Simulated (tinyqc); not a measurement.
Comparisons within one model: six-band hole subbands of a thin body in a field. A value that a table varies takes the place of the one given here.

Basis X, Y, Z times spin, hole energies counted downwards from the unstrained edge (the hydrostatic shift is left out), c = hbar^2/2m0. For a symmetric tensor T let C(T) have C_XX = L Txx + M (Tyy + Tzz), C_XY = N Txy (cyclic), L = c (g1 + 4 g2), M = c (g1 - 2 g2), N = 6 c g3. k = q + kz n, n the unit normal, q = k1 u + k2 v with u along the channel [1-10] and v = n x u. H = C(k k^T) + (Dso/3)(1 - L.sigma) - B + e F z with (L_k)_ij = -i epsilon_kij; B is the block C built from the traceless strain with 2b, -b and sqrt(3) d in place of L, M, N. Strain: exx = eyy = (s11 + s12) sx/2, ezz = s12 sx, exy = -s44 sx/4. Hard walls at z = 0 and t; basis sin(j pi z/t), j = 1 to Nz: kz^2 = (j pi/t)^2, kz = -i D with D_jl = 4 j l/(t (j^2 - l^2)), z_jj = t/2 and z_jl = -8 t j l/(pi (j^2 - l^2))^2 for j + l odd; 1 MV/cm = 0.01 eV/angstrom.

Nz = 14. E1 is the top subband at q = 0, gap the distance to the next pair, and the masses are c q^2/(E(q) - E1) at |q| = 0.02 1/angstrom (mean of the spin pair) along the channel [1-10] and across it in the plane; a dash marks a band that does not rise.

Constants: hbar^2/2m0 = 3.80998211 eV angstrom^2.

Inputs chosen for the exercise (near those of a p-type Si channel; shifted at random, so the results belong to these values and not to a real crystal): g1 = 4.27 (Luttinger gamma1); g2 = 0.34 (gamma2); g3 = 1.44 (gamma3); Dso = 0.044 eV (spin-orbit splitting); b = -2.1 eV (tetragonal potential); d = -4.85 eV (trigonal potential); S = (7.7, -2.1, 12.74) 1/TPa (compliances s11, s12, s44); face = 110 (surface); t = 30 angstrom (body thickness); F = 0.5 MV/cm (field across the body); sx = -2 GPa (stress along the channel [1-10], negative in compression).

## Stress along the channel

Each row has its own sx.

Results:
```
sx (GPa)  E1 (meV)  gap (meV)  m channel  m across
-3.0         -26.6       55.6      0.114     0.279
-2.0          10.3       55.7      0.114     0.279
-1.0          47.1       55.7      0.114     0.279
-0.5          65.5       55.8      0.114     0.279
0.0           83.8       55.9      0.115     0.279
0.5          102.1       55.9      0.115     0.279
1.0          120.2       55.9      0.116     0.279
```

How do the results move?

Under 2 GPa of compression the channel mass goes from 0.115 to 0.114 m0, the mass across at 0.279; the gap to the next subband is 56, 56 and 56 meV at -2, 0 and +1 GPa. The lightest channel mass of the table, 0.114 m0, is at -3.0, -2.0, -1.0 and -0.5 GPa. Compression changes the channel mass little here, since confinement on this face has already singled out the orbital that the stress favours.

## Surface orientation and number of bands

Three faces, six bands; and four bands, with Dso set to 1000 eV.

Results:
```
case           E1 (meV)  gap (meV)  m channel  m across
(001) 6 bands     161.2      108.9      0.162     2.693
(001) 4 bands     193.9      116.2      0.211     0.483
(110) 6 bands      10.3       55.7      0.114     0.279
(110) 4 bands     114.9      225.3      0.148     0.286
(111) 6 bands      67.3      115.8      0.136     1.146
(111) 4 bands     107.4      182.1      0.173     0.202
```

What does this show, and why?

With six bands the top subband is shallowest on (110) (10.3 meV) and deepest on (001). Without the stress E1 would be 223.4, 83.8 and 128.9 meV, so the stress moves it by -62.2, -73.6 and -61.6 meV. The lightest channel mass is on (110) (0.114 m0). Dropping the split-off band moves E1 by 32.7, 104.6 and 40.1 meV and the gap by 7.3, 169.6 and 66.2 meV on the three faces, with Dso = 44 meV.

## What each parameter does

Six bands. Each row changes one parameter from the base and keeps the others.

Results:
```
case             E1 (meV)  gap (meV)  m channel (m0)  m across (m0)
base                 10.3       55.7           0.114          0.279
t = 20 angstrom      13.3       87.2           0.113          0.279
F = 0.8 MV/cm        36.4       73.0           0.114          0.279
sx = -2.5 GPa        -8.2       55.6           0.114          0.279
g3 = 1.34            29.7       86.2           0.118          0.279
g2 = 0.39            14.1       60.4           0.114          0.287
Dso = 0.066 eV       16.4       56.1           0.114          0.279
d = -3.88 eV         20.9       55.7           0.114          0.279
```

What does this show?

The largest shifts from the base row, up to three for each result and ties (the steps differ in size, so this ranks the rows, not the parameters). E1 (meV): F +26.1, g3 +19.5, sx -18.4. gap (meV): t +31.6, g3 +30.6, F +17.3; unchanged at the printed digits by d. m channel (m0): g3 +0.004, t -0.001; unchanged at the printed digits by F, sx, g2, Dso and d. m across (m0): g2 +0.008; unchanged at the printed digits by t, F, sx, g3, Dso and d.

Program tinyqc; command `OMP_NUM_THREADS=1 python tinyqc.py 1252533 1252534 out.jsonl`; about 0.9 s on one thread of a shared Intel(R) Xeon(R) Processor @ 2.30GHz.
